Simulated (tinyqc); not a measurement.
Changing the aspect ratio a (depth over diameter) of a hole: adsorption as a lattice gas: isotherms with interactions, competition, desorption peaks and saturation dose. Computed by tinyqc, a small Python program. Command: `OMP_NUM_THREADS=1 python tinyqc.py 3012073 3012074 out.jsonl adsorb sweep`. One thread of a shared host (Intel(R) Xeon(R) Processor @ 2.30GHz), about 0.01 s of CPU time with the checks.

One adsorbate per site; a molecule needs 2 empty sites. Gas and surface have the same temperature.

Inputs (values chosen for the exercise, for a model surface): desorption energy E = 1.98 eV; prefactor nu = 3.1e+13 1/s; site density N_s = 5.7 1/nm^2; molecular mass M = 81.6 u; sticking coefficient s0 = 0.0098; temperature T = 884 K; pressure p = 0.075 Pa; blocking by a second gas, K_B p_B = 13.

Adsorption: dissociative (second order).

Constants: u = 1.6605390666e-27 kg; k_B = 1.380649e-23 J/K; k_B = 8.617333262e-05 eV/K.

Method. Flux F = p/sqrt(2 pi M k_B T); k_d = nu exp(-E/(k_B T)); 2 s0 F (1 - theta)^2 = N_s k_d theta^2, so y = sqrt(2 s0 F/(N_s k_d)), theta = y/(1 + y). With a second gas on the same sites theta = y/(1 + y + K_B p_B). Without desorption or interaction, 99 % coverage needs the time 99 N_s/(2 s0 F). For a round hole of aspect ratio a in molecular flow with unit sticking (Gordon), the time is N_s/(2F) x [1 + (19/4) a + (3/2) a^2]. The larger of the two times is a rough guide.

One run for each value:
```
aspect ratio a (depth over diameter) of a hole  time for the hole (s)  time on a flat surface (s)
1.0                                                         2.808e-02                       39.13
2.3                                                         7.693e-02                       39.13
5.1                                                         2.488e-01                       39.13
12.0                                                        1.061e+00                       39.13
26.0                                                        4.410e+00                       39.13
59.0                                                        2.132e+01                       39.13
130.0                                                       1.006e+02                       39.13
300.0                                                       5.285e+02                       39.13
```

Over the rows, time for the hole (s) rises from 0.0281 to 528 (exponent d ln y / d ln x 1.2 between the first rows and 2.0 between the last); time on a flat surface (s) does not change. At the high end the exponent of time for the hole is 1.98, close to 2: diffusion along the hole.

Caution (all rows): with k_d = nu exp(-E/(k_B T)) of these inputs desorption is not negligible over the time on a flat surface, so without interaction 99 % coverage is not reached.
